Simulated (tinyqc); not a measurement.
From results back to parameters: nanosheet or nanowire with hard walls, valleys of the Si type. Three cases, with inputs chosen for the exercise.

Problem. In a hard-walled rectangle E(n, l) = c pi^2 (n^2/(m_y W^2) + l^2/(m_z H^2)), c = hbar^2/2m0. Two levels were computed from hidden W and H.

Constants: hbar^2/2m0 = 3.80998211 eV angstrom^2.

Find: width term; height term; W; H.

Method. The difference of the two levels is three times the width term; the rest of E(1, 1) is the height term.

Case 1.

Values chosen (out of a larger set: near those of Si; not measured data): m_y = 0.191 m0 (mass across the width); m_z = 0.93 m0 (mass along the height).

E(1, 1) = 0.044798 eV
E(2, 1) = 0.126545 eV

Solution.

width term = 27.25 meV
height term = 17.55 meV
W = 85.0 angstrom
H = 48.0 angstrom

Case 2.

Values chosen (out of a larger set: near those of Si; not measured data): m_y = 0.192 m0 (mass across the width); m_z = 0.901 m0 (mass along the height).

E(1, 1) = 0.050912 eV
E(2, 1) = 0.095339 eV

Solution.

width term = 14.81 meV
height term = 36.10 meV
W = 115.0 angstrom
H = 34.0 angstrom

Case 3.

Values chosen (out of a larger set: near those of Si; not measured data): m_y = 0.189 m0 (mass across the width); m_z = 0.903 m0 (mass along the height).

E(1, 1) = 0.013706 eV
E(2, 1) = 0.033196 eV

Solution.

width term = 6.50 meV
height term = 7.21 meV
W = 175.0 angstrom
H = 76.0 angstrom

Computed by tinyqc, one run a case: `OMP_NUM_THREADS=1 python tinyqc.py N N+1 out.jsonl` with N = 1251936, 1251943, 1251959; one thread of a shared Intel(R) Xeon(R) Processor @ 2.30GHz, about 0.04 s a run at most.
